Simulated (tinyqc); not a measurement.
# Doping and thickness from pinch-off voltage and conductance

Inverse problem. A uniform channel has Vp = q Nd a^2/(2 eps0 eps_r) and G0 = 2 q mu Nd a W/L. Find a and Nd.

Values chosen for this exercise; material values close to those of gallium arsenide:

| symbol | value | unit | meaning |
|---|---|---|---|
| eps_r | 13.1 |  | relative permittivity of the semiconductor |
| mu | 4600 | cm^2/(V s) | low-field mobility at this doping |
| L | 0.5 | um | gate length |
| W | 100 | um | gate width |

Constants: q = 1.602176634e-19 C, eps0 = 8.8541878128e-14 F/cm where lengths are in cm. Results are converted to the units shown.

Vp = 2.2014588 V
G0 = 375.87064 mS

Answer. G0 gives the product Nd a and Vp gives Nd a^2; their ratio is a.

a = 250 nm
Nd = 5.10e16 cm^-3

Computed by the program tinyqc: `OMP_NUM_THREADS=1 python tinyqc.py 2500042 2500043 out.jsonl`, one thread of a shared Intel Xeon 2.30GHz, about 0.06 s for the whole run.
